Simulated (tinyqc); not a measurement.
Thin-film optics by transfer matrices: sweeps and comparisons. A value that a table varies takes the place of the one given here.

Indices N = n + i k. Snell: N0 sin(theta) = N_j sin(theta_j), with Im(N_j cos theta_j) >= 0. Admittance y_j = N_j cos theta_j for s and N_j/cos theta_j for p. Phase delta_j = 2 pi N_j cos theta_j d_j/lambda. Layer matrix [[cos delta, -i sin delta/y], [-i y sin delta, cos delta]], multiplied from the top down to M. (B, C) = M (1, y_sub); r = (y0 B - C)/(y0 B + C), R = |r|^2, T = 4 Re y0 Re y_sub/|y0 B + C|^2, absorbed in the films 1 - R - T.

Ellipsometry: rho = tan(Psi) exp(i Delta) = -conj(r_p/r_s) with the r of the admittance formula, Delta in 0 to 360 degrees, so that a bare dielectric at small angles gives Delta = 180.

Parameters, chosen for this exercise (indices near those of polySi, SiO2 on Si; the results hold for these values, not for the real material):
- lam = 633 nm (vacuum wavelength)
- n0 = 1 (ambient index)
- n = (3.972, 1.475, 3.929) (n of polySi, SiO2, substrate)
- k = (0.04, 0, 0.02) (k in the same order)
- d = (20.7, 3.3) nm (thicknesses, top first)
- theta = 45 degrees (angle of incidence)
- pol = s (polarisation)

## Swing curve: thickness of the top film

The first entry of d takes the values listed.

Stack:

| d_1 (nm) | R | T | absorbed |
|---|---|---|---|
| 20.7 | 0.4430 | 0.5469 | 0.0100 |
| 34.2 | 0.4713 | 0.5131 | 0.0156 |
| 47.7 | 0.5071 | 0.4733 | 0.0196 |
| 61.2 | 0.5170 | 0.4592 | 0.0238 |
| 74.7 | 0.4942 | 0.4760 | 0.0298 |
| 88.2 | 0.4576 | 0.5047 | 0.0376 |
| 101.7 | 0.4455 | 0.5099 | 0.0446 |
| 115.2 | 0.4719 | 0.4800 | 0.0481 |
| 128.7 | 0.5054 | 0.4447 | 0.0499 |
| 142.2 | 0.5147 | 0.4320 | 0.0533 |
| 155.7 | 0.4932 | 0.4466 | 0.0602 |
| 169.2 | 0.4590 | 0.4714 | 0.0696 |
| 182.7 | 0.4478 | 0.4755 | 0.0767 |

R swings between 0.4430 and 0.5170 on these points. The period is lambda/(2 Re(N_1 cos theta_1)) = 81.0 nm, six rows. The swing shrinks from 0.0739 in the first period to 0.0692 in the second, as the film absorbs the wave that returns from below. The swing ratio (max - min)/mean is 0.15.

## Angle of incidence

Both polarisations.

Stack:

| theta (degrees) | R_s | R_p | Psi | Delta |
|---|---|---|---|---|
| 0 | 0.3182 | 0.3182 | 45.00 | 180.00 |
| 15 | 0.3306 | 0.3070 | 43.94 | 180.01 |
| 30 | 0.3699 | 0.2711 | 40.56 | 180.06 |
| 45 | 0.4430 | 0.2038 | 34.14 | 180.13 |
| 55 | 0.5161 | 0.1374 | 27.30 | 180.23 |
| 60 | 0.5615 | 0.0981 | 22.68 | 180.31 |
| 65 | 0.6137 | 0.0569 | 16.93 | 180.45 |
| 70 | 0.6734 | 0.0194 | 9.62 | 180.85 |
| 75 | 0.7413 | 0.0000 | 0.24 | 217.14 |
| 80 | 0.8180 | 0.0371 | 12.02 | 359.35 |
| 85 | 0.9041 | 0.2421 | 27.36 | 359.80 |

R_s and R_p agree at normal incidence (0.3182). R_p is lowest at 75 degrees of those listed (0.0000), where R_s = 0.7413; the top face alone would stop reflecting p light at arctan(n/n0) = 75.9 degrees, while the layers and the substrate below set where the minimum falls. R_s rises steadily with the angle.

## Sensitivity of the reflectance

R for both polarisations. Each row changes one parameter from the base and keeps the others.

Results:

| case | R_s | R_p | T_s |
|---|---|---|---|
| base | 0.4430 | 0.2038 | 0.5469 |
| d = (25.7, 3.3) nm | 0.4498 | 0.2087 | 0.5379 |
| n = (4.051, 1.475, 3.929) | 0.4516 | 0.2115 | 0.5385 |
| k = (0.04, 0, 0.032) | 0.4419 | 0.2028 | 0.5480 |
| lam = 638 nm | 0.4432 | 0.2039 | 0.5468 |
| theta = 50 degrees | 0.4768 | 0.1728 | 0.5138 |

The largest shifts from the base row, up to three for each result and ties (the steps differ in size, so this ranks the rows, not the parameters). R_s: theta +0.0337, n +0.0085, d +0.0068. R_p: theta -0.0309, n +0.0077, d +0.0050. T_s: theta -0.0331, d -0.0090, n -0.0085.

(tinyqc, `OMP_NUM_THREADS=1 python tinyqc.py 1680667 1680668 out.jsonl`, Intel(R) Xeon(R) Processor @ 2.30GHz, 1 thread, shared host, about 0.01 s.)
